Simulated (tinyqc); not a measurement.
Worked calculation: Hubbard chain of 6 sites. Computed by tinyqc, a small Python program that keeps every step. Settings: hopping = 0.51, U = 11.1, mixing = 1, iteration cap = 71. Command: `OMP_NUM_THREADS=1 python tinyqc.py 20785 20786 out.jsonl` (the two numbers bound the seeds that draw the settings). One thread of a shared host (Intel(R) Xeon(R) Processor @ 2.60GHz), about 0.3 s of CPU time with the checks.

one-body matrix (hopping and site energies) (eV), order 1, 2, 3, 4, 5, 6:
```
[[-0.3200, -0.5100, 0.0000, 0.0000, 0.0000, 0.0000],
 [-0.5100, 0.0200, -0.5100, 0.0000, 0.0000, 0.0000],
 [0.0000, -0.5100, 0.8600, -0.5100, 0.0000, 0.0000],
 [0.0000, 0.0000, -0.5100, 0.5000, -0.5100, 0.0000],
 [0.0000, 0.0000, 0.0000, -0.5100, 0.9100, -0.5100],
 [0.0000, 0.0000, 0.0000, 0.0000, -0.5100, -0.2200]]
```

U = 11.1000 eV

electrons, up and down: [3, 3]

n(up) at the start (a guess, not normalised): [0.5000, 0.5000, 0.5000, 0.5000, 0.5000, 0.5000]

n(down) at the start (a guess): [0.5000, 0.5000, 0.5000, 0.5000, 0.5000, 0.5000]

Each step fills the lowest levels of T + U n(other spin) and sets n(new) = n + mixing (n(out) - n); stop when output and input agree to 1e-8.

Course of the cycle:
```
iteration     E (eV)  largest |n(out) - n(in)|  mean |n_up - n_down|
1          17.859632                  3.58e-01                0.0000
2          28.898245                  8.52e-01                0.0000
3          32.352940                  9.92e-01                0.0000
4          36.260020                  9.96e-01                0.0000
5          32.700073                  9.96e-01                0.0000
6          36.266196                  9.96e-01                0.0000
7          32.700149                  9.96e-01                0.0000
8          36.266197                  9.96e-01                0.0000
9          32.700149                  9.96e-01                0.0000
10         36.266197                  9.96e-01                0.0000
11         32.700149                  9.96e-01                0.0000
...              ...                       ...                   ...
61         32.700149                  9.96e-01                0.0000
62         36.266197                  9.96e-01                0.0000
63         32.700149                  9.96e-01                0.0000
64         36.266197                  9.96e-01                0.0000
65         32.700149                  9.96e-01                0.0000
66         36.266197                  9.96e-01                0.0000
67         32.700149                  9.96e-01                0.0000
68         36.266197                  9.96e-01                0.0000
69         32.700149                  9.96e-01                0.0000
70         36.266197                  9.96e-01                0.0000
71         32.700149                  9.96e-01                0.0000
```

Can the last value be used, and what does the course show?

Not by the stop rule. Not converged within 71 iterations: the residual has stopped falling: the iteration swings between two states. The lowest mean-field energy found from random starts is 1.56169 eV. Reruns (cap 100 unless said): mixing 0.2: not converged; mixing 0.5: not converged; mixing 0.9: not converged; the original settings with a cap of 400: not converged.
